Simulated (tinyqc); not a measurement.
Mass and gap go together: armchair graphene nanoribbon in tight binding.

An armchair ribbon of N dimer lines, width (N - 1) sqrt3 acc/2, period 3 acc, one pz orbital a site. In line n, A_n binds to B_n with -t exp(ik/3), times (1 + d) in the two edge lines, and to B_(n-1) and B_(n+1) with -t exp(-ik/6); k runs from -pi to pi. For d = 0 the modes across the ribbon are sin(n p pi/(N + 1)), p = 1 to N, with E = -/+ t sqrt(1 + 4 c^2 + 4 c cos(k/2)), c = cos(p pi/(N + 1)).

Constants: hbar^2/2m0 = 3.80998211 eV angstrom^2.

Parameters, chosen for this exercise (near those used for graphene; shifted at random, so the results belong to these values and not to a real crystal): t = 2.59 eV (hopping); acc = 1.42 angstrom (bond length); d1 = 0.12 (edge correction); N0 = 19 (first width).

Nine widths from N0 on. Lowest conduction band for d = d1: m/m0 = c q^2/(E(q) - E(0)) with q = h/(3 acc), h = 0.001, c = hbar^2/2m0. Dirac rule: m = Eg/(2 v^2), that is m/m0 = c Eg/(hbar v)^2 with hbar v = 3 t acc/2.

Masses:

| N | gap (eV) | mass (m0) | Dirac rule (m0) |
|---|---|---|---|
| 19 | 0.5708 | 0.0774 | 0.0715 |
| 20 | 0.0843 | 0.0104 | 0.0105 |
| 21 | 0.3455 | 0.0395 | 0.0432 |
| 22 | 0.4948 | 0.0664 | 0.0619 |
| 23 | 0.0736 | 0.0091 | 0.0092 |
| 24 | 0.3042 | 0.0351 | 0.0381 |
| 25 | 0.4367 | 0.0581 | 0.0547 |
| 26 | 0.0654 | 0.0081 | 0.0082 |
| 27 | 0.2718 | 0.0317 | 0.0340 |

What can be read from this table?

The ratio of mass to the Dirac rule runs from 0.91 (N = 21) to 1.08 (N = 19). Its mean is 0.92 for N = 3p, 1.07 for 3p+1 and 0.99 for 3p+2: the lowest modes of 3p and 3p+1 lie on opposite sides of the Dirac point, where the velocity along the ribbon differs. The largest gap (N = 19) and the heaviest mass (N = 19) belong to one ribbon.

Computed by tinyqc, a small Python program: `OMP_NUM_THREADS=1 python tinyqc.py 1452655 1452656 out.jsonl` (the numbers bound the seed that draws the inputs); one thread of a shared host (Intel(R) Xeon(R) Processor @ 2.30GHz), about 0.04 s for the whole set of steps.
